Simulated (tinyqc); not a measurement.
Rigid-ion and shell models of the dielectric response of an ionic crystal. Inputs raised by 2 %, one at a time. Computed by tinyqc, a small Python program. Command: `OMP_NUM_THREADS=1 python tinyqc.py 3008625 3008626 out.jsonl shell sens`. One thread of a shared host (Intel(R) Xeon(R) Processor @ 2.30GHz), about 0.01 s of CPU time with the checks.

Charges +Z and -Z; 6 nearest neighbours, Madelung constant M = 1.747565, volume per ion pair Omega = 2.000000 d^3. Energy per pair U = -M Z^2 e2/d + 6 A exp(-d/rho), e2 = e^2/(4 pi eps_0). In the shell model the anion is a core of charge Y - Z and a massless shell of charge -Y, joined by the spring k; the repulsion acts on the shell. Each ion feels the Lorentz field E + (4 pi/3) P (Gaussian units).

Inputs (values chosen for the exercise, for a model crystal):

| quantity | value | unit |
|---|---|---|
| nearest-neighbour distance d | 2.61 | angstrom |
| ionic charge Z | 1.33 | e |
| hardness d/rho | 11.8 | - |
| cation mass | 173 | u |
| anion mass | 19 | u |
| shell charge size Y | 3.01 | e |
| core-shell spring k | 67.6 | eV/angstrom^2 |
| cation polarisability alpha_+ | 0.4 | angstrom^3 |
| film thickness t | 7.1 | nm |

Structure: rock salt.

Constants: e^2/(4 pi eps_0) = 14.39964548 eV angstrom; 1 eV/angstrom^3 = 160.2176634 GPa; nu for 1 eV/(angstrom^2 u) = 15.6333042 THz; 1 THz = 33.35640952 1/cm; eps_0 = 8.8541878128e-12 F/m; h x 1 THz = 4.135667696 meV.

Method:
- Zero pressure fixes 6 A exp(-d/rho) = M Z^2 e2 rho/d^2. Then U = -(M Z^2 e2/d)(1 - rho/d), B = M Z^2 e2 (d/rho - 2)/(9 Omega d), and the spring of one sublattice against the other is R = (1/3) x (Laplacian of the repulsion summed over neighbours) = M Z^2 e2 (d/rho - 2)/(3 d^3), so R = 3 B Omega/d^2.
- Eliminating the shell gives the anion polarisability alpha_- = Y^2 e2/(k + R), the Szigeti charge Z_S = Z - Y R/(k + R) and the softened spring R' = k R/(k + R). With b = 4 pi (alpha_+ + alpha_-)/(3 Omega): eps_inf = (1 + 2b)/(1 - b) (Clausius-Mossotti); Born charge Z* = Z_S (eps_inf + 2)/3.
- mu lambda_TO = R' - (4 pi e2/(3 Omega)) Z_S^2/(1 - b); mu lambda_LO = mu lambda_TO + 4 pi e2 Z*^2/(eps_inf Omega); eps_s = eps_inf lambda_LO/lambda_TO.
- lambda in eV/(angstrom^2 u) gives the wavenumber 15.6333042 x 33.35640952 x sqrt(lambda); mu is the reduced mass.
- Capacitance per area eps_0 eps_s/t; equivalent oxide thickness EOT = t x 3.9/eps_s; the surface optical mode against silicon (eps = 11.7) lies at omega_TO sqrt[(eps_s + 11.7)/(eps_inf + 11.7)], and its squared coupling to channel electrons scales as g = hbar omega_SO [1/(11.7 + eps_inf) - 1/(11.7 + eps_s)], with hbar omega = h c x wavenumber.

Runs:

| input moved | from | to | omega_LO (1/cm) | Born charge Z* (e) | equivalent oxide thickness (nm) | remote-phonon coupling g (meV) |
|---|---|---|---|---|---|---|
| base run | - | - | 390.11 | 1.3401 | 7.2427 | 0.31929 |
| nearest-neighbour distance d (angstrom) | 2.61 | 2.6622 | 381.94 | 1.3389 | 7.3894 | 0.31223 |
| ionic charge Z (e) | 1.33 | 1.3566 | 396.83 | 1.3584 | 7.2904 | 0.32227 |
| hardness d/rho | 11.8 | 12.036 | 392.67 | 1.3298 | 7.4290 | 0.30971 |
| cation mass (u) | 173 | 176.46 | 389.73 | 1.3401 | 7.2427 | 0.31898 |
| core-shell spring k (eV/angstrom^2) | 67.6 | 68.952 | 391.18 | 1.3413 | 7.2725 | 0.32069 |
| cation polarisability alpha_+ (angstrom^3) | 0.4 | 0.408 | 390.05 | 1.3417 | 7.2225 | 0.31990 |
| film thickness t (nm) | 7.1 | 7.242 | 390.11 | 1.3401 | 7.3875 | 0.31929 |

Exponents ln(y'/y) / ln(x'/x):

| input | omega_LO | Born charge Z* | equivalent oxide thickness | remote-phonon coupling g |
|---|---|---|---|---|
| nearest-neighbour distance d | -1.068 | -0.044 | 1.012 | -1.128 |
| ionic charge Z | 0.863 | 0.686 | 0.332 | 0.469 |
| hardness d/rho | 0.331 | -0.386 | 1.283 | -1.538 |
| cation mass | -0.049 | 0.000 | 0.000 | -0.049 |
| core-shell spring k | 0.138 | 0.047 | 0.207 | 0.221 |
| cation polarisability alpha_+ | -0.008 | 0.063 | -0.141 | 0.096 |
| film thickness t | 0.000 | 0.000 | 1.000 | 0.000 |

To which inputs is each result most sensitive?

Among the inputs moved here: omega_LO answers most in size to nearest-neighbour distance d (exponent -1.068), next to ionic charge Z (+0.863); its exponent is below 0.0005 for film thickness t. Born charge Z* answers most in size to ionic charge Z (exponent +0.686), next to hardness d/rho (-0.386); its exponent is below 0.0005 for cation mass, film thickness t. Equivalent oxide thickness answers most in size to hardness d/rho (exponent +1.283), next to nearest-neighbour distance d (+1.012); its exponent is below 0.0005 for cation mass. Its exponent +1.000 in film thickness t: EOT is proportional to t. Remote-phonon coupling g answers most in size to hardness d/rho (exponent -1.538), next to nearest-neighbour distance d (-1.128); its exponent is below 0.0005 for film thickness t.
